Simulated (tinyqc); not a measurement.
Changing the time step dt: finite-difference solution of the diffusion equation on a small grid. Computed by tinyqc, a small Python program. Command: `OMP_NUM_THREADS=1 python tinyqc.py 3014892 3014893 out.jsonl fdiff sweep`. One thread of a shared host (Intel(R) Xeon(R) Processor @ 2.30GHz), about 0.01 s of CPU time with the checks.

dC/dt = D d2C/dx2 on nodes x_j = j dx, j = 0..8; the far end is sealed.

Inputs (values chosen for the exercise):
```
quantity           value              unit
diffusivity D      0.061            nm^2/s
grid spacing dx       25                nm
final time t_f     62400                 s
surface value C_s     62  % of a reference
```

Boundary at x = 0: fixed surface value. Scheme: Crank-Nicolson.

start values C_j, j = 0, 1, ... (% of a reference): 0  0  0  0  0  0  0  0  0

Method:
- The operator M acts as (M C)_j = C_(j-1) - 2 C_j + C_(j+1); at the sealed far end a mirror node gives 2 C_(N-2) - 2 C_(N-1); at j = 0, C_0 is held at C_s from the start (row of zeros).
- r = D dt/dx^2.
- With r = D dt/dx^2: (1 - theta r M) C(new) = (1 + (1 - theta) r M) C(old); theta = 0 explicit, 1 implicit, 1/2 Crank-Nicolson.
- The run takes n = round(t_f/dt) steps of length t_f/n.
- The dose is the trapezoidal sum of C dx; the error is the largest difference from exp(M D t/dx^2) C(0), the exact time evolution on the same grid.

One run for each value:
```
time step dt (s)  largest error at t_f (%)  mesh ratio r  final C_4 (%)  final dose (% nm)
243.75                           4.599e-05       0.02379          15.70               4361
487.50                           1.840e-04       0.04758          15.70               4361
975.00                           7.358e-04       0.09516          15.70               4361
1950.00                          2.942e-03       0.19032          15.70               4361
3900.00                          1.175e-02       0.38064          15.70               4361
7800.00                          4.672e-02       0.76128          15.71               4363
15600.00                         4.295e-01       1.52256          15.78               4367
31200.00                         5.688e+00       3.04512          15.91               4320
```

Over the rows, largest error at t_f (%) rises from 4.60e-5 to 5.69 (exponent d ln y / d ln x 2.0 between the first rows and 3.7 between the last). At the low end the exponent of largest error at t_f is 2.00, close to 2: second order in the step.

Extremes, crossings and ranges named in words are read from the listed rows.
